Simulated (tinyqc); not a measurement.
Effective-mass impurity with a central-cell term, in a basis of Slater functions: one step, computed by the program tinyqc.

The envelope obeys H = -nabla^2 - (2/r) [Z + A exp(-kappa r)] in effective units, with kappa = a*/lambda; positive A deepens the well near the core.

Task: Matrices over the s basis. zeta_i = zeta_1 beta^(i-1), i = 1..n. For s functions exp(-zeta r), with s = zeta_i + zeta_j: S = 2/s^3, T = zeta_i zeta_j S, V = -2 Z/s^2, W = -2 A/(s + kappa)^2; each function is normalised by dividing by sqrt(S_ii S_jj).

Inputs (values chosen for the exercise, with mass and screening modelled on GaP):

| quantity | value | unit |
|---|---|---|
| charge Z of the core | 2 | - |
| central-cell strength A | 1.9 | - |
| basis size n | 3 | - |
| smallest exponent zeta_1 | 0.55 | 1/a* |
| ratio beta of exponents | 2.1 | - |

Impurity: donor, one isotropic band.

kappa = 8.552999 1/a*

Give: exponents; overlap S; kinetic T; Coulomb V; central cell W.

Result:

exponents (1/a*): 0.55  1.155  2.4255

overlap S:
```
       1      2      3
1  1.000  0.817  0.468
2  0.817  1.000  0.817
3  0.468  0.817  1.000
```

kinetic T (Ry*):
```
        1         2       3
1  0.3025    0.5191  0.6242
2  0.5191  1.334025   2.289
3  0.6242     2.289   5.883
```

Coulomb V (Ry*):
```
        1       2       3
1    -2.2  -2.787  -2.784
2  -2.787   -4.62  -5.852
3  -2.784  -5.852  -9.702
```

central cell W (Ry*):
```
          1         2        3
1  -0.02714  -0.07314  -0.1762
2  -0.07314   -0.1985  -0.4841
3   -0.1762   -0.4841   -1.207
```

Caution: the effective Bohr radius is only a few bond lengths, so the envelope approximation is rough.
